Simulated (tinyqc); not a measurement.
Classical Heisenberg spin chain: exact results, Metropolis, heat-bath and over-relaxation steps, and a Monte Carlo run: one step, computed by the program tinyqc. Command: `OMP_NUM_THREADS=1 python tinyqc.py 3130003 3130004 out.jsonl heismc walk`. One thread of a shared host (Intel(R) Xeon(R) Processor @ 2.30GHz), about 0.3 s of CPU time with the checks.

E = -J sum_i s_i . s_(i+1) for unit vectors s_i on an open chain; K = J/(k_B T).

Task: Exact results. Each bond angle is independent, so u = <s_i . s_(i+1)> = coth K - 1/K, <s_i . s_(i+n)> = u^n, correlation length xi = -1/ln|u|, energy per bond -J u, heat capacity per bond c/k_B = 1 - K^2/sinh^2 K, and for the long chain chi = mu^2 (1 + u)/(3 k_B T (1 - u)) per spin.

Inputs (values chosen for the exercise, for a model chain of large moments): coupling J = 31 meV; temperature T = 68.7 K; moment mu = 3.3 mu_B.

Constants: k_B = 8.617333262e-05 eV/K; mu_B = 5.7883818060e-05 eV/T.

Give: K; u; xi; energy per bond; heat capacity; chi over the Curie value; chi.

Result:

K = 5.236

u = 0.8091

xi = 4.720 sites

energy per bond = -25.08 meV

heat capacity = 0.9969 k_B/bond

chi over the Curie value = 9.476

chi = 0.3363 mu_B/T per spin

For |K| >> 1, |u| = 1 - 1/|K| and xi = |K| - 1/2 = 4.74: the chain orders only at T = 0, and c tends to k_B, not to zero, a failure of classical spins.
